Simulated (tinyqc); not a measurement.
Worked calculation: Luttinger-Kohn k.p, four valence bands. One step of it, computed by the program tinyqc.

Question. Hole masses. E = c [g1 k^2 -/+ 2 sqrt(g2^2 k^4 + 3 (g3^2 - g2^2)(kx^2 ky^2 + ky^2 kz^2 + kz^2 kx^2))] with c = hbar^2/2m, and m* = hbar^2 k^2 / (2 E).

Luttinger parameters chosen for this model; energies are counted downward from the top of the valence band:

| parameter | value | unit |
|---|---|---|
| g1 | 6.260000 |  |
| g2 | 0.800000 |  |
| g3 | 1.350000 |  |

Give: Masses.

Answer.

Masses (electron masses):

| direction | heavy | light |
|---|---|---|
| [100] | 0.215 | 0.127 |
| [110] | 0.264 | 0.115 |
| [111] | 0.281 | 0.112 |
